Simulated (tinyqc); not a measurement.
Resistance of a source-drain extension with a graded tip: two steps of the calculation.

y runs along the channel, the gate covers y > 0. The doping is N0 for y < y0 and N0 10^(-(y - y0)/la) beyond, uniform over the depth xj. Sheet conductance s(y) = q mu(N) max(N - Nch, 0) xj + (for y > 0) ma Cox Vo, with mu(N) = u0 + (u1 - u0)/(1 + (N/Nr)^au) and Cox = eps0 eox/tox. Current is taken as one-dimensional; depletion of the tip, spreading and the contact are left out. The metallurgical junction lies at yj, where N = Nch.

Values chosen for this exercise; mobility law close to that of holes in silicon:

| symbol | value | unit | meaning |
|---|---|---|---|
| eox | 25.1 |  | relative permittivity of the gate insulator (close to zirconium oxide) |
| tox | 11 | nm | insulator thickness |
| N0 | 5.8e19 | cm^-3 | active doping of the extension far from the gate |
| la | 6.8 | nm/decade | lateral abruptness |
| y0 | 0.2 | nm | position under the gate where the fall begins (gate edge at 0) |
| xj | 12 | nm | depth of the extension |
| Nch | 3.5e17 | cm^-3 | channel doping |
| Vo | 0.74 | V | gate overdrive |
| ma | 48 | cm^2/(V s) | mobility of the gate-induced layer |
| u1 | 470.5 | cm^2/(V s) | mobility at low doping |
| u0 | 44.9 | cm^2/(V s) | mobility at high doping |
| Nr | 2.23e17 | cm^-3 | reference doping |
| au | 0.719 |  | exponent |
| Lg | 90 | nm | gate length |

Constants: q = 1.602176634e-19 C, eps0 = 8.8541878128e-14 F/cm where lengths are in cm. Results are converted to the units shown.

Task 1. Sheet resistances and junction position. yj = y0 + la log10(N0/Nch); sheet resistance of the full extension 1/[q mu(N0)(N0 - Nch) xj] and of the gate-induced layer 1/(ma Cox Vo); metallurgical length Lg - 2 yj; ye is where the doped and the gate-induced conductances are equal.

Wanted: yj; sheet resistance of the extension; sheet resistance of the induced layer; metallurgical length; ye; N at ye.

Result 1.

yj = 15.292 nm
sheet resistance of the extension = 1716.3 ohm/square
sheet resistance of the induced layer = 13935 ohm/square
metallurgical length = 59.417 nm
ye = 7.7042 nm
N at ye = 4.5695e18 cm^-3

The gate takes over 7.59 nm before the junction, where N is still 13.1 times the channel doping.

Task 2. Resistance of the overlapped part. Midpoint rule on 9 equal steps from 0 to yj: R_ov = sum h/s(y), per width.

Find: y; N; doped conductance; sheet resistance; R_ov.

Result 2.

| point | y (nm) | N (cm^-3) | doped conductance (uS) | sheet resistance (ohm/square) |
|---|---|---|---|---|
| 0 | 0.8495 | 4.655e19 | 478.3 | 1818 |
| 1 | 2.549 | 2.618e19 | 289.6 | 2768 |
| 2 | 4.248 | 1.473e19 | 179.2 | 3984 |
| 3 | 5.947 | 8.285e18 | 113.4 | 5400 |
| 4 | 7.646 | 4.661e18 | 72.86 | 6915 |
| 5 | 9.345 | 2.622e18 | 46.62 | 8447 |
| 6 | 11.04 | 1.475e18 | 28.53 | 9970 |
| 7 | 12.74 | 8.296e17 | 15.13 | 1.151e4 |
| 8 | 14.44 | 4.667e17 | 4.542 | 1.311e4 |

R_ov = 108.6 ohm um

Numbers from tinyqc (`OMP_NUM_THREADS=1 python tinyqc.py 2282268 2282269 out.jsonl`; about 0.04 s on one thread of a shared Intel Xeon 2.30GHz).
